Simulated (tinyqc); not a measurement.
Transmission against field: band-to-band tunnelling across a p-n junction in a two-band chain.

Sites alternate A at -Eg/2 and C at +Eg/2 with hopping -t; near the edges, with k counted from the zone boundary pi/a, E^2 = (Eg/2)^2 + (t a k)^2, so t = sqrt(c Eg/m)/a gives the mass m, c = hbar^2/2m0. In the gap cosh(q a) = 1 + (Eg^2/4 - e^2)/(2 t^2), e the energy from the local mid-gap. The potential is V0 = Eg + ov on the p side (left), 0 on the n side, and falls linearly over the 2N sites of the junction, V_j = V0 (1 - j/(2N + 1)), j = 1 to 2N, site 1 being A. E = Eg/2 + x ov. A half chain that ends on a site of level e1 with neighbour e2 has g = (1 + z)/(E - e1), z = exp(-/+ i k a) the root with Im g < 0, cos(k a) = (E - e1)(E - e2)/(2 t^2) - 1. S_L = t^2 g (ending on C, shifted by V0), S_R = t^2 g (starting on A). T = 4 Im(S_L) Im(S_R) |G_(1,2N)|^2.

Constants: hbar^2/2m0 = 3.80998211 eV angstrom^2.

Inputs chosen for the exercise (gap and mass near those of GaSb; not measured data):
- Eg = 0.728 eV (gap)
- m = 0.0437 m0 (mass of electron and light hole)
- a = 5 angstrom (period (two sites))
- ov = 0.48 eV (overlap: top of the valence band on the p side above the conduction edge on the n side)
- x = 0.67 (energy above the n-side conduction edge, as a share of ov)

N is varied at fixed V0 and E. WKB: exp(-2 I/F) with I = pi Eg^2/(8 t a), F = V0/((2N + 1) a/2); this is the Landau-Zener result for a uniform field.

Against N:
```
N   F (MV/cm)  exponent  T, chain    T, WKB  ratio
5       4.393     1.189     0.369     0.304  1.213
8       2.842     1.838     0.213     0.159  1.338
12      1.933     2.703    0.0894    0.0670  1.335
18      1.306     4.001    0.0225    0.0183  1.227
26      0.912     5.731   0.00362   0.00324  1.117
38      0.628     8.326  0.000258  0.000242  1.066
55      0.435    12.002  6.26e-06  6.13e-06  1.022
80      0.300    17.409  2.58e-08  2.75e-08  0.938
```

How do the results move, and what explains it?

T falls from 0.369 at 4.39 to 2.58e-08 at 0.30 MV/cm. ln T against 1/F has slope -5.298 MV/cm between the rows N = 38 and 80, against -2I = -5.225. The ratio to WKB stays between 0.94 (N = 80) and 1.34 (N = 8): the exponent decides, and the ratio holds the reflections where the field begins and ends and the lattice correction to q, which scales the exponent and so grows with N.

(tinyqc, `OMP_NUM_THREADS=1 python tinyqc.py 1451133 1451134 out.jsonl`, Intel(R) Xeon(R) Processor @ 2.30GHz, 1 thread, shared host, about 0.01 s.)
